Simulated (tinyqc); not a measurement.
Worked calculation: Hueckel theory of the pi electrons with the omega technique, for the molecule BC=CC=O (SMILES; centres numbered as the heavy atoms are written). One step of it, computed by the program tinyqc.

Question. Omega technique, round 2. h_r = h_r(0) + omega q_r, omega = 0.6, with q_r = z_r - P_rr; 0.7 of the old diagonal is kept.

Hueckel matrix in units of beta (H = alpha + beta A):
```
           1B        2C        3C        4C        5O
1B  -1.000000  0.700000  0.000000  0.000000  0.000000
2C   0.700000  0.000000  1.000000  0.000000  0.000000
3C   0.000000  1.000000  0.000000  1.000000  0.000000
4C   0.000000  0.000000  1.000000  0.000000  1.000000
5O   0.000000  0.000000  0.000000  1.000000  1.000000
```

charge and bond-order matrix P:
```
           1B         2C         3C        4C         5O
1B   0.091902   0.283803   0.261275  0.040555  -0.157814
2C   0.283803   0.886977   0.848499  0.210246  -0.377528
3C   0.261275   0.848499   0.907031  0.450438  -0.015709
4C   0.040555   0.210246   0.450438  0.701784   0.813833
5O  -0.157814  -0.377528  -0.015709  0.813833   1.412306
```

Centres:

| centre | z_r, pi electrons of the neutral centre | h |
|---|---|---|
| 1B | 0 | -1.000000 |
| 2C | 1 | 0.000000 |
| 3C | 1 | 0.000000 |
| 4C | 1 | 0.000000 |
| 5O | 1 | 1.000000 |

Give: matrix after round 2.

Answer.

matrix after round 2:
```
        1B     2C     3C     4C     5O
1B  -1.028  0.700  0.000  0.000  0.000
2C   0.700  0.037  1.000  0.000  0.000
3C   0.000  1.000  0.028  1.000  0.000
4C   0.000  0.000  1.000  0.097  1.000
5O   0.000  0.000  0.000  1.000  0.866
```
